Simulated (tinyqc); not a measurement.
Mesh size and shift: special k points of the fcc lattice.

Lattice vectors in units of a: a1 = (0, 1/2, 1/2), a2 = (1/2, 0, 1/2), a3 = (1/2, 1/2, 0); reciprocal vectors b_i with a_i . b_j = 2 pi delta_ij. Mesh: k = sum_i f_i b_i with f_i = (2 j_i + shift)/(2 N), j_i = 0 .. N-1. The point group of the lattice has 48 operations; only those that map the mesh onto itself are used.

A_m(k) = sum over the m-th star of lattice vectors R of cos(k . R), stars in order of length: m = 1: |R|^2 = 0.5, 12 vectors, such as (1, 0, 0) in the basis a_i; m = 2: |R|^2 = 1, 6 vectors, such as (1, 1, -1) in the basis a_i; m = 3: |R|^2 = 1.5, 24 vectors, such as (2, 0, -1) in the basis a_i; m = 4: |R|^2 = 2, 12 vectors, such as (2, 0, 0) in the basis a_i; m = 5: |R|^2 = 2.5, 24 vectors, such as (2, 1, -1) in the basis a_i; m = 6: |R|^2 = 3, 8 vectors, such as (3, -1, -1) in the basis a_i. The zone mean of every A_m is zero.

Test function, the lower band of a two-band insulator: E(k) = -sqrt(D^2 + (e0 - t A_1(k))^2).

Parameters, chosen for this exercise:
- D = 2.48 eV (half gap term)
- t = 0.32 eV (coupling)
- e0 = 1.09 eV (offset)

Errors of the mean of E against the unshifted mesh with N = 24. The fifth column is |R|^2 of the shortest star with a non-zero mean.

Meshes:

| mesh | points | irreducible | operations | \|R\|^2 missed | error (meV) |
|---|---|---|---|---|---|
| 1 Gamma | 1 | 1 | 48 | 0.50 | -791.625 |
| 1 shifted | 1 | 1 | 12 | 1.00 | 202.502 |
| 2 Gamma | 8 | 3 | 48 | 2.00 | -192.283 |
| 2 shifted | 8 | 2 | 12 | 4.00 | -10.175 |
| 3 Gamma | 27 | 4 | 48 | 4.50 | 6.460 |
| 3 shifted | 27 | 6 | 12 | 9.00 | 0.679 |
| 4 Gamma | 64 | 8 | 48 | 8.00 | -0.030 |
| 4 shifted | 64 | 10 | 12 | 16.00 | -0.056 |
| 5 Gamma | 125 | 10 | 48 | 12.50 | -0.117 |
| 5 shifted | 125 | 19 | 12 | >16 | 0.006 |
| 6 Gamma | 216 | 16 | 48 | >16 | 0.030 |
| 6 shifted | 216 | 28 | 12 | >16 | -0.001 |

reference mean = -2.91147 eV

The shifted mesh has the smaller error for 5 of 6 values of N and the larger for 1. The cheapest mesh within 1 meV is 3 shifted, with 6 irreducible points. A mesh misses the lattice vectors N (n1 a1 + n2 a2 + ...); the half shift gives each the sign (-1)^(n1 + n2 + ...), so the 12 shortest ones add up to 0 in place of 12: they cancel. The shift lowers the symmetry; it leaves more irreducible points for N = 3, 4, 5 and 6; it leaves fewer irreducible points for N = 2.

(tinyqc, `OMP_NUM_THREADS=1 python tinyqc.py 1681040 1681041 out.jsonl`, Intel(R) Xeon(R) Processor @ 2.30GHz, 1 thread, shared host, about 0.1 s.)
